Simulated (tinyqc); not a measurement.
Blur against noise: chemically amplified photoresist: aerial image, acid generation, bake, development and line width. Computed by tinyqc, a small Python program. Command: `OMP_NUM_THREADS=1 python tinyqc.py 3026935 3026936 out.jsonl resist walk`. One thread of a shared host (Intel(R) Xeon(R) Processor @ 2.30GHz), about 0.03 s of CPU time with the checks.

Lines and spaces of pitch p with a two-beam-like image; x = 0 is the middle of the bright space. The resist is positive and treated as uniform in depth.

Inputs (values chosen for the exercise, for a model resist at 193 nm):
```
quantity,value,unit
pitch p,140,nm
image contrast c,0.69,-
mean dose E,25.6,mJ/cm^2
Dill parameter C,0.017,cm^2/mJ
bake time t,45,s
photon energy,6.42,eV
absorption coefficient alpha,1.1,1/um
```

Method:
- Dose E(x) = E [1 + c cos(2 pi x/p)]; acid h = 1 - exp(-C E(x)).
- Bake: the acid image is blurred by a Gaussian of variance sigma^2 = 2 D t (each Fourier term k of h, taken on 64 points, is multiplied by exp(-4 pi^2 k^2 D t/p^2)).
- For each sigma the edge is held at x = p/4; N is taken at the mean dose; edge noise = (dh/d ln E)/(sqrt(N V) |dh/dx|), both derivatives taken of the blurred acid, V = (2 sqrt(pi) sigma)^3, N = E alpha/(photon energy), 1 mJ/cm^2 = 62.41509 eV/nm^2.

Trade-off:
```
sigma/p,sigma (nm),blur factor,photons in V,edge noise (nm)
0.02,2.8,0.99214,2.6772e+02,1.9829
0.04,5.6,0.96891,2.1417e+03,0.7114
0.07,9.8,0.90781,1.1478e+04,0.3214
0.10,14.0,0.82087,3.3465e+04,0.2036
0.14,19.6,0.67917,9.1827e+04,0.1452
0.18,25.2,0.52753,1.9517e+05,0.1266
0.22,30.8,0.38467,3.5633e+05,0.1279
0.27,37.8,0.23717,6.5868e+05,0.1523
0.33,46.2,0.11653,1.2026e+06,0.2294
```

What does the comparison show, and why?

The noise is least near sigma/p = 0.18 among these rows. More diffusion averages over more photons (noise falls as sigma^(-3/2)) until it erases the image slope (factor exp(-2 pi^2 sigma^2/p^2)); for a pure cosine the two balance at sigma/p = sqrt(3/8)/pi = 0.195. Caution: for a film thinner than the blur the noise falls as 1/sigma only, and the optimum moves to sigma/p = 1/(2 pi) = 0.159.

Extremes, crossings and ranges named in words are read from the listed rows.
